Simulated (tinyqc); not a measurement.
Conductivity against oxygen pressure: defect equilibria of an oxide against oxygen pressure (mass action). Computed by tinyqc, a small Python program. Command: `OMP_NUM_THREADS=1 python tinyqc.py 3020985 3020986 out.jsonl brouwer walk`. One thread of a shared host (Intel(R) Xeon(R) Processor @ 2.30GHz), about 0.01 s of CPU time with the checks.

Defects: oxygen vacancies V (charge +2), electrons n, holes p, the ionic partner X = O_i'' (charge -2), and the dopant. Activities are taken equal to concentrations.

Inputs (values chosen for the exercise, for a model oxide):
```
quantity                           value             unit
reduction enthalpy H_r              4.42               eV
prefactor K_r0                     9e+68  cm^-9 atm^(1/2)
gap E_g                             2.71               eV
prefactor N_c N_v                2.6e+41            cm^-6
disorder enthalpy H_s               4.15               eV
prefactor K_s0                   1.4e+45            cm^-6
dopant density N_d               1.7e+20            cm^-3
temperature T                       1100                K
electron mobility mu_n             0.024       cm^2/(V s)
hole mobility mu_p                 0.015       cm^2/(V s)
vacancy diffusion prefactor D_0    0.098           cm^2/s
vacancy migration energy E_m           1               eV
```

Ionic disorder: anion Frenkel. Dopant (singly charged, fully ionised): acceptor.

Constants: k_B = 8.617333262e-05 eV/K; e = 1.602176634e-19 C.

Method:
- K_r = K_r0 exp(-H_r/k_B T) = [V] n^2 P^(1/2); K_i = N_c N_v exp(-E_g/k_B T) = n p; K_s = K_s0 exp(-H_s/k_B T) = [X] [V].
- Neutrality: 2 [V] + p = n + 2 [X] + N_d. With n as the unknown, [V] = K_r/(n^2 P^(1/2)), p = K_i/n, [X] = K_s/[V]; the log ratio is ln(positive/negative).
- The root is found by 60 bisections in ln n between n = 1e-10 and 1e25 cm^-3.
- sigma_n = e n mu_n, sigma_p = e p mu_p, sigma_ion = 2 e [V] mu_V with mu_V = 2 e D/(k_B T) and D = D_0 exp(-E_m/k_B T); only the oxygen vacancies carry ionic current, and the ionic transport number is sigma_ion over the total.

K_r = 5.05240e+48 cm^-9 atm^(1/2)

K_i = 9.97224e+28 cm^-6

K_s = 1.35650e+26 cm^-6

Log10 of the conductivities in S/cm:
```
log10 P (atm)   n-type   p-type    ionic    total  ionic transport number
-28             0.5626  -12.598  -2.0122   0.5638                 0.00265
-24            -0.1798  -11.856  -2.5275  -0.1778                 0.00447
-20            -1.0555  -10.980  -2.7761  -1.0473                 0.01867
-16            -2.0311  -10.004  -2.8248  -1.9664                 0.13852
-12            -3.0284   -9.007  -2.8303  -2.6171                 0.61205
-8             -4.0281   -8.007  -2.8309  -2.8042                 0.94028
-4             -5.0280   -7.007  -2.8310  -2.8282                 0.99362
0              -6.0280   -6.007  -2.8310  -2.8304                 0.99870
```

The ionic transport number exceeds 0.9 in the rows log P = -8, -4, 0: the electrolytic window. The total has no minimum inside this range.

Extremes, crossings and ranges named in words are read from the listed rows.
